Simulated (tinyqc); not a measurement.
## Gate sheet resistance from two finger widths

Inverse problem. At low frequency R = Rsh Wf/(3 L) + B/Wf, where B collects the channel and vertical terms. Find Rsh, B and the width of lowest R.

Parameters, values chosen for the exercise: channel length L = 0.27 um.

input resistance of single fingers, contacted at one end, of width 0.51 and 5.4 um (ohm): 99.838780  234.07407

Answer. R Wf is a straight line in Wf^2; the minimum of R lies where both terms are equal.

Rsh = 34.0 ohm/square
B = 40.0 ohm um
width of lowest R = 0.976 um

Numbers from tinyqc (`OMP_NUM_THREADS=1 python tinyqc.py 2262190 2262191 out.jsonl`; about 0.01 s on one thread of a shared Intel Xeon 2.30GHz).
